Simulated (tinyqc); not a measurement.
From results back to parameters: overlap of hydrogenic dopants: pairs, impurity band and the Mott density. Five cases, with inputs chosen for the exercise.

Problem. Ry* = Ry m/eps^2, aB = a0 eps/m, and the Mott density is (0.26/aB)^3 (1/angstrom^3 = 1e24/cm^3). Binding energy and critical density come from a hidden mass and dielectric constant.

Constants: Ry = 13.60569312 eV; a0 (Bohr radius) = 0.5291772105 angstrom.

Case 1.

binding energy = 31.50792 meV
critical density = 1.262946e+18 1/cm^3

Case 2.

binding energy = 6.73413 meV
critical density = 5.565410e+16 1/cm^3

Case 3.

binding energy = 6.80285 meV
critical density = 6.072767e+16 1/cm^3

Case 4.

binding energy = 56.53335 meV
critical density = 7.295241e+18 1/cm^3

Case 5.

binding energy = 31.60648 meV
critical density = 2.381444e+18 1/cm^3

Find: aB; eps; m.

Solution. aB = 0.26/n^(1/3); the product Ry* aB = Ry a0/eps gives eps, and m = a0 eps/aB.

Case 1.

aB = 24.05 angstrom
eps = 9.50
m = 0.209 m0

Case 2.

aB = 68.10 angstrom
eps = 15.70
m = 0.122 m0

Case 3.

aB = 66.15 angstrom
eps = 16.00
m = 0.128 m0

Case 4.

aB = 13.41 angstrom
eps = 9.50
m = 0.375 m0

Case 5.

aB = 19.47 angstrom
eps = 11.70
m = 0.318 m0

Computed by tinyqc, one run a case: `OMP_NUM_THREADS=1 python tinyqc.py N N+1 out.jsonl` with N = 1482569, 1482653, 1482664, 1482703, 1482729; one thread of a shared Intel(R) Xeon(R) Processor @ 2.30GHz, about 0.01 s a run at most.
